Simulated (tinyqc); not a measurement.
# Worked calculation: Schottky barrier on an n-type semiconductor with a doping step, non-linear Poisson equation by Newton steps

Program tinyqc, `OMP_NUM_THREADS=1 python tinyqc.py 2020062 2020063 out.jsonl`; Intel Xeon 2.30GHz, shared host, one thread, about 0.09 s. Printed values are rounded; ~0 in a residual or rate marks an entry under 1e-11 of the largest of its column.

One dimension, metal at x = 0, donor density C(x) = N1 for x < x1 and Nd beyond. Energies are counted from the electron Fermi level of the semiconductor and the conduction-band edge is Ec = -psi, so n = Nc exp(psi/Vt); holes follow the Fermi level of the metal, at -V, so p = Nv exp((V - psi - Eg)/Vt). Ends: psi(0) = V - phiB and psi = Vt ln(Nd/Nc) deep inside. Boltzmann statistics, full ionisation, no current, no image force in the Poisson equation.

Inputs (values chosen for the exercise); band and dielectric values those of a made-up semiconductor:

| symbol | value | unit | meaning |
|---|---|---|---|
| T | 293 | K | temperature |
| Eg | 1.42 | eV | band gap |
| eps_r | 14.6 |  | relative permittivity |
| Nc | 2.94e19 | cm^-3 | conduction-band density of states at T |
| Nv | 2.73e19 | cm^-3 | valence-band density of states at T |
| Nd | 1.3e17 | cm^-3 | donor density deep in the semiconductor |
| phiB | 0.84 | eV | barrier height |
| V | -1.1 | V | bias of the metal against the semiconductor |
| x1 | 75 | nm | depth of the doping step |
| N1 | 3.9e16 | cm^-3 | donor density above the step |

Constants: q = 1.602176634e-19 C, kB = 1.380649e-23 J/K, Vt = kB T/q, eps0 = 8.8541878128e-14 F/cm where lengths are in cm. Results are converted to the units shown.

## End potentials, built-in voltage, Debye length

psi_0 = V - phiB, psi_b = Vt ln(Nd/Nc), Vbi = phiB - Vt ln(Nc/Nd), LD = sqrt(eps0 eps_r Vt/(q Nd)), W = sqrt(2 eps0 eps_r (Vbi - V)/(q Nd)), hole density at the metal p_0 = Nv exp((phiB - Eg)/Vt).

psi_0 = -1.94 V
psi_b = -0.1368791 V
Vbi = 0.7031209 V
LD = 12.51827 nm
W for uniform Nd = 149.6068 nm
p_0 = 2.882770e9 cm^-3

The hole density at the metal is 2.2e-8 times Nd, so holes hardly matter.

## Doping on the mesh

x, node 0 to 10 (nm): 0  18  39.1  63.7  92.5  126  165  212  265  328  402

C = N1 for x < x1 and Nd beyond, taken at the nodes.

donor density C, node 0 to 10 (cm^-3): 3.9e16  3.9e16  3.9e16  3.9e16  1.3e17  1.3e17  1.3e17  1.3e17  1.3e17  1.3e17  1.3e17

## Couplings between neighbouring nodes

a_i = eps0 eps_r/h_i for the interval from node i to i + 1, with h_i = x_(i+1) - x_i in cm.

coupling a_i, interval 0 to 9 (F/cm^2): 7.181730e-7  6.126594e-7  5.254924e-7  4.488581e-7  3.858840e-7  3.314645e-7  2.750450e-7  2.439078e-7  2.051923e-7  1.746907e-7

## Starting potential

The parabola psi_b - (psi_b - psi_0)(1 - x/W)^2 for x < W and psi_b beyond, with psi_0 = V - phiB, psi_b = Vt ln(Nd/Nc), W = sqrt(2 eps0 eps_r (psi_b - psi_0)/(q Nd)).

psi at the start, node 0 to 10 (V): -1.940000  -1.532215  -1.120664  -0.731414  -0.399602  -0.181774  -0.136879  -0.136879  -0.136879  -0.136879  -0.136879

## Iteration 1: densities, residual and Jacobian diagonal

n_i = Nc exp(psi_i/Vt), p_i = Nv exp((V - psi_i - Eg)/Vt), rho_i = p_i - n_i + C_i, g_i = (n_i + p_i)/Vt. Box widths w_i = (h_(i-1) + h_i)/2 in cm. Residual F_i = a_i (psi_(i+1) - psi_i) - a_(i-1) (psi_i - psi_(i-1)) + q rho_i w_i; Jacobian: a_(i-1) and a_i beside the diagonal, b_i = -a_(i-1) - a_i - q g_i w_i on it. The two end nodes are fixed.

```
node     n (cm^-3)     p (cm^-3)
0     1.256515e-14    2.882770e9
1      1.298116e-7      279.0384
2         1.556838   2.326666e-5
3       7.719399e6  4.692389e-12
4      3.935053e12  9.205066e-18
5      2.196467e16  1.649122e-21
6           1.3e17  2.786340e-22
7           1.3e17  2.786340e-22
8           1.3e17  2.786340e-22
9           1.3e17  2.786340e-22
10          1.3e17  2.786340e-22
```

```
node  residual F (C/cm^2)  diagonal b (F/cm^2)
1            -2.850352e-8         -1.330832e-6
2            -3.331486e-8         -1.138152e-6
3            -3.892809e-8         -9.743506e-7
4           -1.963898e-12         -8.348199e-7
5            -6.429563e-9         -1.222594e-6
6            -1.488105e-8         -4.153677e-6
7                      ~0         -4.643566e-6
8                      ~0         -5.233652e-6
9                      ~0         -6.030603e-6
```

## Iteration 1: Newton step

Solve the tridiagonal system a_(i-1) d_(i-1) + b_i d_i + a_i d_(i+1) = -F_i for nodes 1 to 9, with d = 0 on fixed nodes. If the largest |d| exceeds 4 Vt, the whole step is scaled down so that it equals 4 Vt.

Newton step d, before damping, node 1 to 9 (V): -0.0993382  -0.1692604  -0.1873836  -0.1218741  -0.0456934  -0.0072575  -0.0004309  -0.0000201  -0.0000007
psi after iteration 1, node 0 to 10 (V): -1.940000  -1.585756  -1.211891  -0.832409  -0.465289  -0.206402  -0.140791  -0.137111  -0.136890  -0.136879  -0.136879

## Course of the Newton iteration

Stop when the largest undamped |d| is below 1e-9 V, or after 80 iterations.

Course of the iteration:
```
iteration  largest |F| (C/cm^2)  largest |d| (V)  at node
1                       3.89e-8            0.187        3
2                       1.79e-8           0.0961        3
3                       3.83e-9          9.26e-3        5
4                      1.29e-10          1.74e-4        5
5                      1.91e-13          9.09e-8        5
6                      2.71e-19         1.05e-13        6
```

Converged in 6 iterations. Once the step is below 0.1 Vt, 2 more iteration(s) reach the threshold: near the solution the error is roughly squared each time.

## Converged densities, field and barrier lowering

converged psi, node 0 to 10 (V): -1.940000  -1.635640  -1.298802  -0.933260  -0.542477  -0.256055  -0.148362  -0.137569  -0.136911  -0.136880  -0.136879

n and p as above; E_i = -(psi_(i+1) - psi_i)/h_i; at the metal |E_0| = |E on interval 0| + q rho_0 (h_0/2)/(eps0 eps_r), rho_0 = p_0 - n_0 + C_0; image-force lowering dphi = sqrt(q |E_0|/(4 pi eps0 eps_r)).

```
node     n (cm^-3)     p (cm^-3)
0     1.256515e-14    2.882770e9
1      2.159444e-9      16773.96
2      0.001343282    0.02696560
3         2604.401   1.390816e-8
4      1.372167e10  2.639797e-15
5      1.158902e15  3.125580e-20
6      8.249514e16  4.390855e-22
7      1.264947e17  2.863552e-22
8      1.298342e17  2.789899e-22
9      1.299944e17  2.786461e-22
10          1.3e17  2.786340e-22
```

field E, interval 0 to 9 (kV/cm): -169.0888  -159.6391  -148.5942  -135.6884  -85.4992  -27.6135  -2.2964  -0.1241  -0.0049  -0.0001
|E_0| at the metal = 173.4391 kV/cm
image-force lowering = 41.35928 mV

A mesh of about 1000 nodes or more gives |E_0| = 175.2 kV/cm; the 11-node value is 1.0 % below it.
